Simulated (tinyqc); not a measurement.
Long-channel MOSFET, surface-potential model: two steps of the calculation.

n-channel transistor on a uniformly doped p-type body, gradual-channel approximation, constant mobility, Boltzmann statistics, full ionisation. Potentials are counted from the neutral body; V is the electron quasi-Fermi potential, Vsb at the source and Vsb + Vds at the drain. Charges are magnitudes per area.

Inputs (values chosen for the exercise); material values close to those of gallium arsenide:
```
symbol,value,unit,meaning
T,300,K,temperature
Vfb,-0.43,V,flat-band voltage
mu,410,cm^2/(V s),channel mobility
W,5,um,gate width
L,2,um,gate length
Vsb,0.5,V,source-body reverse bias
Vgs,0.92,V,gate-source voltage
Vds,0.8,V,drain-source voltage
```

Constants: q = 1.602176634e-19 C, kB = 1.380649e-23 J/K, Vt = kB T/q. Results are converted to the units shown.

Problem 1. Inversion charge along the channel. The surface potential psi at channel potential V solves Vgs + Vsb - Vfb - psi = gamma sqrt(G), G = psi - Vt + Vt exp((psi - 2 phiF - V)/Vt). Charge sheet: Qi = Cox gamma [sqrt(G) - sqrt(psi - Vt)]. Pao-Sah: Qi = (Cox gamma/2) integral from 3 Vt to psi of exp((u - 2 phiF - V)/Vt)/sqrt(G(u, V)) du.

V, point 0 to 10 (V): 0.5  0.58  0.66  0.74  0.82  0.9  0.98  1.06  1.14  1.22  1.3
phiF = 0.59951963 V
Cox = 0.70833503 uF/cm^2
gamma = 0.15625976 V^0.5

Give: psi; Qi, charge sheet; Qi, Pao-Sah.

Solution 1.

```
point	psi (V)	Qi, charge sheet (nC/cm^2)	Qi, Pao-Sah (nC/cm^2)
0	1.651	0.1721	0.1735
1	1.651	0.007866	0.007931
2	1.651	3.565e-4	3.594e-4
3	1.651	1.615e-5	1.628e-5
4	1.651	7.314e-7	7.373e-7
5	1.651	3.313e-8	3.340e-8
6	1.651	1.501e-9	1.513e-9
7	1.651	6.797e-11	6.852e-11
8	1.651	3.079e-12	3.104e-12
9	1.651	1.395e-13	1.406e-13
10	1.651	6.317e-15	6.368e-15
```

At the source the charge-sheet charge is 0.81 % below the Pao-Sah one.

Problem 2. Pao-Sah current by Simpson's rule. I = mu (W/L) integral of Qi dV; Simpson's rule on the 11 points, step Vds/10, weights 1, 4, 2, ..., 4, 1 times step/3.

Qi, Pao-Sah, point 0 to 10 (nC/cm^2): 0.17352139  0.0079306124  3.5937176e-4  1.6278379e-5  7.3734490e-7  3.3398722e-8  1.5128261e-9  6.8524859e-11  3.1038970e-12  1.4059389e-13  6.3683306e-15

Wanted: Pao-Sah current.

Solution 2.

Pao-Sah current = 0.0056315 uA

Gauss-Legendre quadrature on many points gives 0.004620 uA, so this value is 22 % above it; the charge-sheet current, 0.004581 uA, is 0.84 % below it.

Computed by the program tinyqc: `OMP_NUM_THREADS=1 python tinyqc.py 2360077 2360078 out.jsonl`, one thread of a shared Intel Xeon 2.30GHz, about 0.04 s for the whole run.
